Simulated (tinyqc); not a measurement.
A run and its error bars: classical Heisenberg spin chain: exact results, Metropolis, heat-bath and over-relaxation steps, and a Monte Carlo run. Computed by tinyqc, a small Python program. Command: `OMP_NUM_THREADS=1 python tinyqc.py 3130542 3130543 out.jsonl heismc walk`. One thread of a shared host (Intel(R) Xeon(R) Processor @ 2.30GHz), about 0.2 s of CPU time with the checks.

E = -J sum_i s_i . s_(i+1) for unit vectors s_i on an open chain; K = J/(k_B T).

Inputs (values chosen for the exercise, for a model chain of large moments):
```
quantity                     value  unit
coupling J                     7.3   meV
temperature T                   49     K
moment mu                      2.6  mu_B
length N of the open chain      12     -
seed                        630278     -
```

Update: heat bath with over-relaxation.

Constants: k_B = 8.617333262e-05 eV/K; mu_B = 5.7883818060e-05 eV/T.

Method:
- Each bond angle is independent, so u = <s_i . s_(i+1)> = coth K - 1/K, <s_i . s_(i+n)> = u^n, correlation length xi = -1/ln|u|, energy per bond -J u, heat capacity per bond c/k_B = 1 - K^2/sinh^2 K, and for the long chain chi = mu^2 (1 + u)/(3 k_B T (1 - u)) per spin.
- For N spins, <|sum s|^2>/N = (1 + u)/(1 - u) - 2 u (1 - u^N)/(N (1 - u)^2); the long chain has (1 + u)/(1 - u), chi over the Curie value, and the difference is relative to it.
- From the ordered state (alternating for J < 0), with each spin drawn from exp(h . s), h = K x sum of neighbours, 200 sweeps are discarded and 1600 recorded (even and odd sites in turn, each heat-bath sweep followed by two sweeps of reflections; random numbers not printed, so these rows are one sample). Errors are the scatter of block means over sqrt(number of blocks).

K = 1.72884

u = 0.486632

<|sum s|^2>/N = 2.58815

Blocking:
```
block length  mean bond product      error  <|sum s|^2>/N     error
1                       0.48717  0.0034438         2.5656  0.043004
4                       0.48717  0.0038258         2.5656  0.047404
16                      0.48717  0.0037320         2.5656  0.051212
40                      0.48717  0.0041499         2.5656  0.062085
80                      0.48717  0.0046827         2.5656  0.071267
```

What follows from these numbers?

With blocks of 40 the bond product is 0.1 error bars from the exact u = 0.4866, and <|sum s|^2>/N is 0.4 from the exact 2.588. Blocking to 40 changes the two errors by factors 1.2 and 1.4.
